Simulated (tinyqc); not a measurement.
Worked calculation: WKB tunnelling through a gate dielectric with a two-band (Franz) dispersion. Values are carried at full precision from step to step, so a last printed digit may differ when a step is redone from the rounded ones.

Constants: hbar^2/2m0 = 3.80998211 eV angstrom^2.

Values chosen for the exercise (of the size used for SiO2 on silicon; the results hold for these values, not for the real material):
- phi = 3.33 eV (barrier above the electron energy at the emitter)
- t = 15 angstrom (thickness)
- V = 4.9 V (voltage across the layer)
- Eg = 8.8 eV (gap of the dielectric)
- m = 0.44 m0 (mass at the conduction edge)

## Shape of the barrier

Field V/t (1 V/angstrom = 100 MV/cm), the end of the forbidden region x_e = min(t, phi t/V), and u there.

field = 32.67 MV/cm
x_e = 10.194 angstrom
u(x_e) = 0.000 eV

V >= phi: a triangle, Fowler-Nordheim tunnelling into the conduction band of the dielectric. This field is near or beyond what SiO2 bears for long; the numbers are an exercise.

## Decay constant through the layer

At depth x the conduction edge lies u(x) = phi - V x/t above the electron. Parabolic: kappa = sqrt(m u/c). Franz: kappa = sqrt(m u (1 - u/Eg)/c), which vanishes at both band edges. c = hbar^2/2m0. T = exp(-2 integral of kappa dx) over the region u > 0; no image force, no prefactor, zero transverse momentum. The region ends at x_e = min(t, phi t/V); x_e < t is the Fowler-Nordheim regime.

Nine points x = j x_e/8.

kappa (1/angstrom):
```
x (angstrom)  u (eV)  parabolic   Franz
0.000         3.3300     0.6201  0.4889
1.274         2.9137     0.5801  0.4744
2.548         2.4975     0.5371  0.4545
3.823         2.0812     0.4903  0.4284
5.097         1.6650     0.4385  0.3948
6.371         1.2488     0.3798  0.3518
7.645         0.8325     0.3101  0.2950
8.920         0.4163     0.2193  0.2140
10.194        0.0000     0.0000  0.0000
```

At the emitter the Franz value is 21.2 % below the parabolic one, the factor sqrt(1 - phi/Eg).

## The integrals by Simpson's rule

Weights 1, 4, 2, 4, 2, 4, 2, 4, 1 times a third of the spacing.

integral of kappa dx: parabolic 4.192, Franz 3.675

## The integrals in closed form

Parabolic: (2/3) sqrt(m/c) (t/V) (phi^(3/2) - u_e^(3/2)). Franz: sqrt(m/c) Eg^(3/2) (t/V) (f(phi/Eg) - f(u_e/Eg)) with f(y) = ((2y - 1) sqrt(y (1 - y)) + arcsin(sqrt y))/4. u_e = max(phi - V, 0). T = exp(-2 I).

integral of kappa dx: parabolic 4.2144, Franz 3.6977

T: parabolic 0.000218, Franz 0.000614

The two-band dispersion raises T by a factor 2.81.

## Checks

- Franz integral in closed form against adaptive quadrature: both 3.69768.

Computed by tinyqc, a small Python program: `OMP_NUM_THREADS=1 python tinyqc.py 1481175 1481176 out.jsonl` (the numbers bound the seed that draws the inputs); one thread of a shared host (Intel(R) Xeon(R) Processor @ 2.30GHz), about 0.01 s for the whole set of steps.
